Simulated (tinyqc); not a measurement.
Smearing for a one-band metal on the simple cubic lattice: one step. Occupations and energies. Two cases, with inputs chosen for the exercise.

Task: Converge mu, then list x, f and s of each level and form the sums.

With x = (E_k - mu)/sigma: Methfessel-Paxton (first order) f = erfc(x)/2 - x exp(-x^2)/(2 sqrt(pi)), s = (1 - 2 x^2) exp(-x^2)/(4 sqrt(pi)). With weights w = points/N^d (d the dimension), mu solves 2 sum w f = ne; E = 2 sum w f E_k, S = 2 sum w s, F = E - sigma S.

Give: mu; x, f and s of each level; E; S; F; (E + F)/2.

Case 1.

Values chosen: ne = 1.05 (electrons per cell); sigma = 0.174 eV (width).

Distinct levels:
```
E_k (eV)   points
-1.760000       3
-1.720000       6
-1.680000       1
-1.160000      12
-0.600000      12
0.000000        8
0.560000        3
1.160000       12
2.920000        6
5.280000        1
```

Result:

mu = -0.4746 eV

x, f and s of each level:
```
E_k (eV)      x        f        s
-1.7600   -7.39   1.0000   0.0000
-1.7200   -7.16   1.0000   0.0000
-1.6800   -6.93   1.0000   0.0000
-1.1600   -3.94   1.0000   0.0000
-0.6000   -0.72   0.9669  -0.0033
0.0000     2.73  -0.0004  -0.0012
0.5600     5.95   0.0000   0.0000
1.1600     9.39   0.0000   0.0000
2.9200    19.51   0.0000   0.0000
5.2800    33.07   0.0000   0.0000
```

E = -1.1926 eV
S = -0.0015
F = -1.1923 eV
(E + F)/2 = -1.1924 eV

Levels with f between 0.001 and 0.999: 1. f leaves the range 0 to 1: it runs from -0.0004 to 1.0000. For this scheme F itself has no term in sigma^2, so F is the estimate of the energy at zero width. That argument needs a smooth density of states, and the number of distinct levels within 2 sigma of mu is only 1, so it may fail on this mesh.

Case 2.

Values chosen: ne = 1.17 (electrons per cell); sigma = 0.099 eV (width).

Distinct levels:
```
E_k (eV)   points
-1.500000       1
-1.160000       6
-0.820000       3
-0.660000      12
-0.160000      12
0.000000        8
0.500000        3
0.660000       12
1.480000        6
2.460000        1
```

Result:

mu = -0.0133 eV

x, f and s of each level:
```
E_k (eV)       x       f        s
-1.5000   -15.02  1.0000   0.0000
-1.1600   -11.58  1.0000   0.0000
-0.8200    -8.15  1.0000   0.0000
-0.6600    -6.53  1.0000   0.0000
-0.1600    -1.48  1.0285  -0.0532
0.0000      0.13  0.3873   0.1335
0.5000      5.19  0.0000   0.0000
0.6600      6.80  0.0000   0.0000
1.4800     15.08  0.0000   0.0000
2.4600     24.98  0.0000   0.0000
```

E = -0.6505 eV
S = 0.0134
F = -0.6518 eV
(E + F)/2 = -0.6511 eV

Levels with f between 0.001 and 0.999: 1. f leaves the range 0 to 1: it runs from 0.0000 to 1.0285. For this scheme F itself has no term in sigma^2, so F is the estimate of the energy at zero width. That argument needs a smooth density of states, and the number of distinct levels within 2 sigma of mu is only 2, so it may fail on this mesh.

Computed by tinyqc, one run a case: `OMP_NUM_THREADS=1 python tinyqc.py N N+1 out.jsonl` with N = 1652197, 1680868; one thread of a shared Intel(R) Xeon(R) Processor @ 2.30GHz, about 0.3 s a run at most.
